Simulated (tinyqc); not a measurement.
Shockley-Read-Hall recombination through one deep level: sweeps and comparisons. A value that a table varies takes the place of the one given here.

One level at Et with degeneracy 1: tn = 1/(sn vth Nt), tp = 1/(sp_ vth Nt), n1 = Nc exp((Et - Eg)/kT), p1 = Nv exp(-Et/kT), ni^2 = n1 p1. Equilibrium n0 = Nm, p0 = ni^2/Nm; n = n0 + dn, p = p0 + dn. U = (n p - ni^2)/(tp (n + n1) + tn (p + p1)), lifetime dn/U; emission rates en = sn vth n1, ep = sp_ vth p1.

Constants: kB = 8.617333262e-05 eV/K.

Values chosen for the exercise (gap and densities of states near those of SiC at this temperature; shifted at random, so the results belong to these values and not to a real crystal):
- E1 = 1.398 eV (level (0/-1) above Ev)
- E2 = 2.121 eV (level (-1/-2) above Ev)
- gm = 2 (degeneracy of the middle state, the others 1)
- T = 350 K
- Eg = 3.224 eV (gap)
- Nc = 2.3e+19 1/cm^3 (conduction-band density of states)
- Nv = 4.1e+19 1/cm^3 (valence-band density of states)
- Nd = 2.5e+16 1/cm^3 (ionised shallow donors minus acceptors)
- Et = 1.398 eV (recombination level above Ev)
- Nt = 1.8e+16 1/cm^3 (defects)
- sn = 3.8e-16 cm^2 (electron capture cross-section)
- sp_ = 1.3e-14 cm^2 (hole capture cross-section)
- vth = 16000000 cm/s (thermal velocity, both carriers)
- Nm = 1.8e+17 1/cm^3 (equilibrium electrons for the lifetime steps)
- dn = 5.9e+15 1/cm^3 (excess pairs)

## Charge state against the Fermi level (deep level with several charge states)

Energies from Ev. The defect has charge states 0, -1, -2 with weights 1, gm exp((EF - E1)/kT), exp((2 EF - E1 - E2)/kT); the shares are the weights over their sum. Boltzmann carriers: n = Nc exp((EF - Eg)/kT), p = Nv exp(-EF/kT). Neutrality: p - n + Nd + Nt <q> = 0.

Shares:
```
EF (eV)      0     -1     -2     <q>
0.193    1.000  0.000  0.000   0.000
0.451    1.000  0.000  0.000   0.000
0.709    1.000  0.000  0.000   0.000
0.967    1.000  0.000  0.000   0.000
1.225    0.994  0.006  0.000  -0.006
1.483    0.029  0.971  0.000  -0.971
1.741    0.000  1.000  0.000  -1.000
1.999    0.000  0.991  0.009  -1.009
2.257    0.000  0.022  0.978  -1.978
2.515    0.000  0.000  1.000  -2.000
2.773    0.000  0.000  1.000  -2.000
3.031    0.000  0.000  1.000  -2.000
```

Where the levels are several kT apart the middle state rules between about E1 - kT ln gm = 1.377 and E2 + kT ln gm = 2.142 eV; its largest share listed is 1.000. Each step spreads from 10 % to 90 % over 4.4 kT = 0.133 eV.

## Defects against doping (deep level with several charge states)

Nt takes the listed multiples of |Nd|; the resistivity uses mobilities of 1000 (electrons) and 300 (holes) cm^2/(V s), chosen for the exercise, and e = 1.602176634e-19 C.

Neutral state:
```
Nt/|Nd|  EF (eV)  n (1/cm^3)  p (1/cm^3)  rho (ohm cm)
0.01      3.0176    2.45e+16    1.45e-24         0.255
0.10      3.0114    2.00e+16    1.78e-24         0.312
0.30      2.9905    1.00e+16    3.56e-24         0.624
0.60      2.1628    1.21e+04    2.95e-12      5.18e+11
0.90      2.0792         754    4.72e-11      8.28e+12
1.10      1.4465    5.85e-07      0.0607      3.42e+17
1.50      1.3980    1.17e-07       0.304      6.85e+16
3.00      1.3562    2.93e-08        1.21      1.71e+16
10.00     1.3108    6.50e-09        5.47      3.81e+15
```

EF goes from 3.018 to 1.311 eV and the resistivity from 0.255 to 3.81e+15 ohm cm, with a largest value of 3.42e+17 (values above about 1e13 are formal: hopping and surfaces conduct more). The largest move of EF, -0.828 eV, comes between Nt/|Nd| = 0.3 and 0.6; the levels lie at 1.398 and 2.121 eV. A defect can take up to two electrons, so EF leaves the neighbourhood of the band edge near Nt = Nd/2 and drops from the upper towards the lower level near Nt = Nd. The type changes along the table.

## Lifetime against injection

Recombination:
```
dn (1/cm^3)  lifetime (microsecond)  U (1/(cm^3 s))
1.0e+11                   0.0002671        3.74e+20
1.0e+12                   0.0002671        3.74e+21
1.0e+13                   0.0002676        3.74e+22
1.0e+14                   0.0002722        3.67e+23
1.0e+15                   0.0003176        3.15e+24
1.0e+16                   0.0007480        1.34e+25
1.0e+17                    0.003530        2.83e+25
1.0e+18                    0.008011        1.25e+26
```

The lifetime rises from 0.0002671 to 0.008011 microsecond; tn + tp = 0.009405. At low injection it is tp (1 + n1/n0) + tn p1/n0 with n1/Nm = 6.5e-25 and p1/Nm = 1.7e-18: re-emission is negligible, so minority capture alone counts. Auger and radiative paths are left out; they cut in at the highest injections, and in a doped direct-gap crystal the radiative one counts at all injections. dn = dp neglects trapped charge, which matters where the traps hold a charge comparable with dn, at low injection and with very unequal cross sections.

## Where a level does most harm

Et takes the values listed; G = Nt en ep/(en + ep) in a depleted region; the lifetime is for dn = 1e11 1/cm^3.

Results:
```
Et (eV)  lifetime (microsecond)  G (1/(cm^3 s))
0.193                   0.00373        5.71e-17
0.451                  0.000268        2.96e-13
0.709                  0.000267        1.54e-09
0.967                  0.000267        7.97e-06
1.225                  0.000267          0.0414
1.483                  0.000267             215
1.741                  0.000267        1.29e+04
1.999                  0.000267            2.52
2.257                  0.000267        0.000486
2.515                  0.000267        9.37e-08
2.773                  0.000267        1.81e-11
3.031                  0.000324        3.48e-15
```

Generation peaks where en = ep, at Eg/2 + (kT/2) ln(sp_ Nv/(sn Nc)) = 1.674 eV; the largest value listed is at 1.741 eV, and G falls by a decade for each 0.069 eV away from the peak. The lifetime is within a factor 2 of its minimum, 0.000267 microsecond, from 0.451 to 3.031 eV: recombination tolerates a wide range of Et, generation a narrow one.

## What moves lifetime and leakage

G = Nt en ep/(en + ep). Each row changes one parameter from the base and keeps the others.

Results:
```
case                  lifetime (microsecond)  G (1/(cm^3 s))
base                               0.0005571            12.8
Et = 1.438 eV                      0.0005571            48.3
sn = 7.6e-16 cm^2                  0.0004121            25.6
sp_ = 2.6e-14 cm^2                 0.0004235            12.8
Nt = 9e+15 1/cm^3                   0.001114            6.41
Nm = 5.4e+17 1/cm^3                0.0003658            12.8
dn = 1.77e+16 1/cm^3                0.001085            12.8
```

The largest shifts from the base row, up to three for each result and ties (the steps differ in size, so this ranks the rows, not the parameters). lifetime (microsecond): Nt +0.000557, dn +0.000528, Nm -0.000191; unchanged at the printed digits by Et. G (1/(cm^3 s)): Et +35.5, sn +12.8, Nt -6.41; unchanged at the printed digits by sp_, Nm and dn.

tinyqc: `OMP_NUM_THREADS=1 python tinyqc.py 1651851 1651852 out.jsonl`; about 0.01 s, one thread, shared Intel(R) Xeon(R) Processor @ 2.30GHz.
